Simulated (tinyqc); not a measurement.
Phase-change memory cell, resistance drift and retention: two steps of the calculation.

The amorphous state follows Ra = R0 (t/t0)^nu exp[(q Ec/kB)(1/T - 1/(300 K))], with nu taken as independent of T. An intermediate level follows the logarithmic mixing rule ln R = (1 - fa) ln Rc + fa ln Ra with constant Rc. The time to lose the data by crystallisation is tr = tx exp[(q Ex/kB)(1/T - 1/Tx)]; 1 year = 3.15576e7 s. These are empirical laws.

Inputs (values chosen for the exercise); values of the order found in chalcogenide phase-change cells: resistance of the amorphous state at t0 and 300 K R0 = 1.5 Mohm; reference time t0 = 0.1 s; drift exponent nu = 0.041; activation energy of conduction Ec = 0.32 eV; activation energy of crystallisation Ex = 3.1 eV; temperature of a bake Tx = 448 K; time to crystallise in that bake tx = 97000 s; operating temperature T = 300 K; time of the read t = 3.15e7 s; amorphous share of an intermediate level fa = 0.45; resistance of the crystalline state Rc = 19 kohm.

Constants: q = 1.602176634e-19 C, kB = 1.380649e-23 J/K. Results are converted to the units shown.

Question 1. Resistances at the read. Ra and the intermediate level as above; its effective drift exponent is fa nu.

Give: drift factor; temperature factor; Ra; intermediate level; effective exponent.

Answer 1.

drift factor = 2.2306
temperature factor = 1.0000
Ra = 3.3460 Mohm
intermediate level = 0.19469 Mohm
effective exponent = 0.018450

Question 2. Retention. tr at T; the ten-year temperature solves tr = 10 years: 1/T10 = 1/Tx + (kB/(q Ex)) ln(10 years/tx).

Wanted: tr; T10; loss of tr per kelvin, q Ex/(kB T^2).

Answer 2.

tr = 4.9194e14 years
T10 = 407.01 K
loss of tr per kelvin, q Ex/(kB T^2) = 39.971 %/K

T lies 107 K below T10, so ten years are met.

Computed by the program tinyqc: `OMP_NUM_THREADS=1 python tinyqc.py 2880108 2880109 out.jsonl`, one thread of a shared Intel Xeon 2.30GHz, about 0.01 s for the whole run.
